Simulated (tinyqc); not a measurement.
Comparisons within one model: tunnelling through a thin dielectric with one trap, as a tight-binding chain. A value that a table varies takes the place of the one given here.

Hopping -t everywhere, t = c/(m a^2), c = hbar^2/2m0; lead sites at 2t (band bottom 0), barrier sites 1 to N at 2t + phi, and site j has U besides. No voltage. Leads give S = -t exp(ika) on sites 1 and N, cos(ka) = 1 - E/(2t). T = (2 t sin(ka))^2 |G_1N|^2, G = (E - H - S)^-1. In the barrier cosh(q a) = 1 + (phi - E)/(2t).

Resonance: the lowest eigenvalue of H + S(E), iterated until its real part equals E (40 rounds from Eb = phi + 2t - sqrt(4t^2 + U^2), the level in an endless barrier). With v the normalised squared amplitudes of that state, Gamma_L = 2 t sin(ka) v_1, Gamma_R = 2 t sin(ka) v_N; Breit-Wigner T = Gamma_L Gamma_R/((E - Er)^2 + (Gamma_L + Gamma_R)^2/4).

Constants: hbar^2/2m0 = 3.80998211 eV angstrom^2.

Parameters, chosen for this exercise (barrier and mass of the size used for Al2O3 on silicon; shifted at random, so the results belong to these values and not to a real crystal):

| symbol | value | unit | meaning |
|---|---|---|---|
| a | 2 | angstrom | site spacing |
| m | 0.28 | m0 | mass, the same in leads and barrier |
| phi | 2.05 | eV | conduction edge of the barrier above that of the leads |
| N | 9 |  | barrier sites |
| j | 5 |  | site of the trap |
| U | -4.38 | eV | extra energy on the trap site |
| E | 0.48 | eV | electron energy |

## Transmission around the level

Er = 0.75750 eV

widths (meV): left 19.758, right 19.758

Energies Er + x (Gamma_L + Gamma_R).

T:

| x | E (eV) | chain | Breit-Wigner | no trap |
|---|---|---|---|---|
| -8.0 | 0.4414 | 0.00122 | 0.00389 | 1.55e-05 |
| -3.0 | 0.6389 | 0.0183 | 0.0270 | 4.04e-05 |
| -1.0 | 0.7180 | 0.179 | 0.200 | 5.79e-05 |
| -0.5 | 0.7377 | 0.475 | 0.500 | 6.34e-05 |
| 0.0 | 0.7575 | 0.999 | 1.00 | 6.93e-05 |
| 0.5 | 0.7773 | 0.540 | 0.500 | 7.57e-05 |
| 1.0 | 0.7970 | 0.233 | 0.200 | 8.27e-05 |
| 3.0 | 0.8760 | 0.0412 | 0.0270 | 0.000118 |
| 8.0 | 1.0736 | 0.0112 | 0.00389 | 0.000286 |

What does this show, and why?

At Er the chain gives 0.999, 1.44e+04 times the value without trap, and Breit-Wigner 1.00. In the wings the single pole gives 3.18 times the chain value at x = -8 and 0.346 times at x = 8, because the widths and the level shift change with energy.

## Where a trap does most harm

The trap is moved through the barrier. The area under the resonance, 2 pi Gamma_L Gamma_R/(Gamma_L + Gamma_R), sets the current through it.

Against position:

| j | Er (eV) | Gamma_L (meV) | Gamma_R (meV) | peak | area (meV) |
|---|---|---|---|---|---|
| 3 | 0.7242 | 216 | 1.63 | 0.0297 | 10.1 |
| 4 | 0.7529 | 66.0 | 5.83 | 0.298 | 33.7 |
| 5 | 0.7575 | 19.8 | 19.8 | 1.00 | 62.1 |
| 6 | 0.7529 | 5.83 | 66.0 | 0.298 | 33.7 |
| 7 | 0.7242 | 1.63 | 216 | 0.0297 | 10.1 |

What does this show, and why?

The area is largest at j = 5 (62.1 meV) and 6.12 times smaller at j = 3: the slower of the two steps limits the current, so traps in the middle carry most. Each site towards a lead multiplies its width by about 3.34, close to exp(2 q a) = 3.36 at Eb.

## Direct against trap-assisted paths

N odd, the trap in the middle, j = (N + 1)/2. Direct T is that without trap at the energy Er; area = 2 pi Gamma_L Gamma_R/(Gamma_L + Gamma_R). The exponents are the slopes of the logarithms between the last two rows, per angstrom.

Against thickness:

| N | N a (angstrom) | Er (eV) | direct T | area (meV) |
|---|---|---|---|---|
| 5 | 10.0 | 0.6643 | 0.00687 | 638 |
| 7 | 14.0 | 0.7427 | 0.000744 | 205 |
| 9 | 18.0 | 0.7575 | 6.93e-05 | 62.1 |
| 11 | 22.0 | 0.7608 | 6.22e-06 | 18.6 |
| 13 | 26.0 | 0.7617 | 5.53e-07 | 5.54 |
| 15 | 30.0 | 0.7619 | 4.91e-08 | 1.65 |
| 17 | 34.0 | 0.7620 | 4.35e-09 | 0.491 |

exponents (1/angstrom): direct 0.6059, through the trap 0.3029

What can be read from the table?

The direct path falls as exp(-0.606 d) and the path through a central trap as exp(-0.303 d), 2.00 times more slowly, since each step crosses half the layer. From 5 to 17 sites the first loses 6.2 decades and the second 3.1: in thicker layers even few traps rule the leakage. Inelastic capture with phonons is left out.

## What each parameter does

Resonance and log10 T at E. Each row changes one parameter from the base and keeps the others.

Results:

| case | Er (eV) | Gamma_L (meV) | Gamma_R (meV) | log10 T |
|---|---|---|---|---|
| base | 0.7575 | 19.76 | 19.76 | -2.730 |
| m = 0.258 m0 | 0.8442 | 27.91 | 27.91 | -2.770 |
| phi = 2.15 eV | 0.8588 | 20.06 | 20.06 | -3.128 |
| N = 10 | 0.7592 | 19.81 | 5.896 | -3.315 |
| j = 4 | 0.7529 | 66.00 | 5.834 | -2.713 |
| U = -4.249 eV | 0.8287 | 22.06 | 22.06 | -2.935 |

How do the results move?

The largest shifts from the base row, up to three for each result and ties (the steps differ in size, so this ranks the rows, not the parameters). Er (eV): phi +0.1013, m +0.0867, U +0.0712. Gamma_L (meV): j +46.2, m +8.15, U +2.31. Gamma_R (meV): j -13.9, N -13.9, m +8.15. log10 T: N -0.586, phi -0.398, U -0.206.

Computed by tinyqc, a small Python program: `OMP_NUM_THREADS=1 python tinyqc.py 1480299 1480300 out.jsonl` (the numbers bound the seed that draws the inputs); one thread of a shared host (Intel(R) Xeon(R) Processor @ 2.30GHz), about 0.05 s for the whole set of steps.
